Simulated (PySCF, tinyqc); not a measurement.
Inside a calculation. Method: CIS on RHF in the sto-6g basis, for H4, spin multiplicity 1. The lowest restricted solution is unstable here: a spin-polarised one lies 0.0650 hartree lower (PySCF). One step of it, computed by the program tinyqc.

Problem. CIS matrix, singlets. A(ia,jb) = (e_a - e_i) d_ij d_ab + 2 (ia|jb) - (ij|ab).

orbital energies (hartree): MO1 -0.599331, MO2 -0.297316, MO3 0.153456, MO4 0.758713

Two-electron integrals over orbitals (pq|rs), unique and non-zero (hartree):
```
(11|11) 0.522166    (21|21) 0.116038    (22|11) 0.390239    (22|22) 0.431949
(31|11) -0.104561   (31|22) 0.025309    (31|31) 0.097977    (32|21) 0.108308
(32|32) 0.182691    (33|11) 0.405012    (33|22) 0.431316    (33|31) 0.012154
(33|33) 0.445377    (41|21) 0.054987    (41|32) -0.032193   (41|41) 0.115384
(42|11) 0.098192    (42|22) -0.018349   (42|31) -0.087455   (42|33) -0.019518
(42|42) 0.092773    (43|21) -0.112658   (43|32) -0.111581   (43|41) -0.053872
(43|43) 0.123028    (44|11) 0.544348    (44|22) 0.416864    (44|31) -0.105639
(44|33) 0.432041    (44|42) 0.106502    (44|44) 0.598587
```

Give: CIS matrix A, singlet.

Solution.

CIS matrix A, singlet (hartree):
```
        1>3    1>4    2>3     2>4
1>3   0.544  0.000  0.000  -0.062
1>4   0.000  1.044  0.048   0.000
2>3   0.000  0.048  0.385   0.000
2>4  -0.062  0.000  0.000   0.825
```
